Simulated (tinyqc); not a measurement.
Cell size and critical density at another thickness.

Question. In the cell model of oxide breakdown (cubic cells of edge a, defect density growing as t^al) the Weibull slope is beta = al tox/a, and for small l the critical density is N_bd = a^(-3) (A/a^2)^(-a/tox). Find a from the slope, and then the area A and the slope at 8 nm.

Inputs (values chosen for the exercise): exponent of defect growth al = 0.79.

Weibull slope at a thickness of 4.8 nm = 2.37
N_bd there, small-l form = 1.2105432e18 cm^-3

Solution. a = al tox/beta, and A = a^2 (a^3 N_bd)^(-tox/a).

a = 1.60 nm
A = 21.0 um^2
slope = 3.95

tinyqc, about 0.01 s, one thread, Intel Xeon 2.30GHz (shared host): `OMP_NUM_THREADS=1 python tinyqc.py 2070105 2070106 out.jsonl`
